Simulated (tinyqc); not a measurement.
Deal-Grove kinetics of thermal oxidation of silicon: one step, computed by the program tinyqc.

Oxidant diffuses through the oxide and reacts at the interface, so that dx/dt = B/(A + 2x) for the oxide thickness x.

Problem. Rate constants. B = B0 p exp(-E_B/(k_B T)), B/A = (B/A)0 p^m exp(-E_A/(k_B T)), p in atm; A = B/(B/A). Temperatures in kelvin are T(C) + 273.15.

Inputs (values chosen for the exercise, close to those used for silicon): prefactor B0 = 432 um^2/h; activation energy E_B = 0.786 eV; prefactor (B/A)0 = 1.03e+08 um/h; activation energy E_A = 2.03 eV; temperature T = 950 C; oxidant pressure p = 1 atm; pressure exponent m of B/A = 1.

Ambient: steam. Surface: (100).

Constants: k_B = 8.617333262e-05 eV/K.

Give: parabolic constant B; linear constant B/A; length A.

Solution.

parabolic constant B = 0.2494 um^2/h

linear constant B/A = 0.4452 um/h

length A = 0.5602 um

Reaction at the interface limits growth while x is well below A/2 = 0.280 um, diffusion once x is well above it.
